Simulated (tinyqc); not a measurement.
Worked calculation: defect, radiative and Auger recombination at equal electron and hole densities (ABC model). Values are carried at full precision from step to step, so a last printed digit may differ when a step is redone from the rounded ones.

J/(e d) = Ae n + B n^2 + C n^3 with Ae = A + 4 S/w (four side walls, carriers spread evenly), e = 1.602176634e-19 C, lengths in cm; internal efficiency IQE = B n^2/(Ae n + B n^2 + C n^3); all injected carriers recombine in the layer.

Inputs chosen for the exercise (orders of magnitude like those quoted for Si; the results hold for these values, not for the real material):

| symbol | value | unit | meaning |
|---|---|---|---|
| A | 22000 | 1/s | defect rate |
| B | 3.1e-15 | cm^3/s | radiative coefficient |
| C | 7.1e-31 | cm^6/s | Auger coefficient |
| S | 0 | cm/s | recombination velocity of the side walls |
| w | 5300 | micrometre | side of the square mesa |
| d | 200000 | nm | active thickness |
| J | 18 | A/cm^2 | current density |
| ex | 0.35 |  | extraction efficiency |
| Eph | 1.1 | eV | photon energy |

## The efficiency peak

IQE peaks at n_p = sqrt(Ae/C); with Q = B/sqrt(Ae C), IQE_max = Q/(Q + 2).

Ae = 2.200e+04 1/s
n_p = 1.760e+17 1/cm^3
Q = 0.02480
IQE_max = 0.0123
J at the peak = 25.1 A/cm^2

The side walls are taken as passivated.

## Carrier density at the given current

G = J/(e d). Newton steps from the smallest of G/Ae, sqrt(G/B) and (G/C)^(1/3); stop when the relative step is below 1e-9.

G = 5.617e+21 1/(cm^3 s)

Newton steps:

| step | n (1/cm^3) | rate/G | relative step |
|---|---|---|---|
| 1 | 1.9926e+17 | 1.80231 | -0.21 |
| 2 | 1.5746e+17 | 1.12377 | -0.058 |
| 3 | 1.4828e+17 | 1.00497 | -0.0027 |
| 4 | 1.4788e+17 | 1.00001 | -5.0e-06 |
| 5 | 1.4788e+17 | 1.00000 | -1.7e-11 |

n = 1.479e+17 1/cm^3

The start is an upper bound and the function is convex, so the steps fall monotonically; 5 are needed.

## Shares, lifetimes and light

Shares of the three paths; lifetime n/G = 1/(Ae + B n + C n^2); differential lifetime 1/(Ae + 2 B n + 3 C n^2) and bandwidth 1/(2 pi tau_d); optical power density ex IQE J Eph/e.

shares: defect 0.5792, radiative 0.0121, Auger 0.4088

lifetime = 2.63e+04 ns
differential lifetime = 1.44e+04 ns
bandwidth = 0.0111 MHz
optical power density = 0.0836 W/cm^2

The defect path is the largest; the device runs below its efficiency peak, where the defect and Auger shares are equal.

## Checks

- Density from Newton steps against bisection (1/cm^3): both 1.4788e+17.

Computed by tinyqc, a small Python program: `OMP_NUM_THREADS=1 python tinyqc.py 1650395 1650396 out.jsonl` (the numbers bound the seed that draws the inputs); one thread of a shared host (Intel(R) Xeon(R) Processor @ 2.30GHz), about 0.01 s for the whole set of steps.
